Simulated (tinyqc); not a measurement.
Leaving out one process at a time: Debye-Callaway model of lattice thermal conductivity. Computed by tinyqc, a small Python program. Command: `OMP_NUM_THREADS=1 python tinyqc.py 3002214 3002215 out.jsonl callaway walk`. One thread of a shared host (Intel(R) Xeon(R) Processor @ 2.30GHz), about 0.01 s of CPU time with the checks.

Three acoustic branches with one velocity v, cut at omega_D = k_B Theta/hbar; x = hbar omega/(k_B T). v and Theta are separate inputs: Theta cuts off the heat-carrying modes, so C need not reach 3 k_B/V. gamma is an effective value that sets the umklapp rate.

Inputs (values chosen for the exercise, modelled on diamond):
```
quantity                                value        unit
sound velocity v                        13300         m/s
Debye temperature Theta                  2180           K
volume per atom V                        5.67  angstrom^3
mean atomic mass M                      12.01           u
effective Grueneisen parameter gamma     2.77           -
umklapp exponent divisor b                  3           -
mass variance Gamma                   5.3e-05           -
Casimir length L                          780  micrometre
normal-process factor f_N                   4           -
temperature T                              20           K
```

Sample: crystal. Point defects: isotopes. Normal processes: included.

Constants: k_B = 1.380649e-23 J/K; hbar = 1.054571817e-34 J s; u = 1.6605390666e-27 kg.

Method:
- Gamma is given directly by the isotope mixture. A = V Gamma/(4 pi v^3).
- Rates: point defects A omega^4; umklapp B omega^2 T exp(-Theta/(b T)) with B = hbar gamma^2/(M v^2 Theta); normal processes f_N B omega^2 T (T/Theta)^2. Boundaries: v/L.
- kappa_1 = c int tau_C g dx, g = x^4 e^x/(e^x - 1)^2, c = (k_B/(2 pi^2 v)) (k_B T/hbar)^3, over 0 < x < min(Theta/T, 40), by 96 Gauss-Legendre points in s with x = x_max s^2; 1/tau_C = 1/tau_R + 1/tau_N; kappa_2 = c [int (tau_C/tau_N) g dx]^2 / int (tau_C/(tau_N tau_R)) g dx; kappa = kappa_1 + kappa_2.

Rayleigh coefficient A = 1.01647e-47 s^3

Conductivity at T:
```
case                   kappa (W/(m K))  ratio to all
all processes                   1387.1             1
without point defects           1438.2        1.0368
without boundaries          4.8425e+05        349.10
without umklapp                 1387.1             1
```

What does the comparison show, and why?

Removing boundaries raises kappa most, by a factor 349; removing umklapp gives only 1.00.
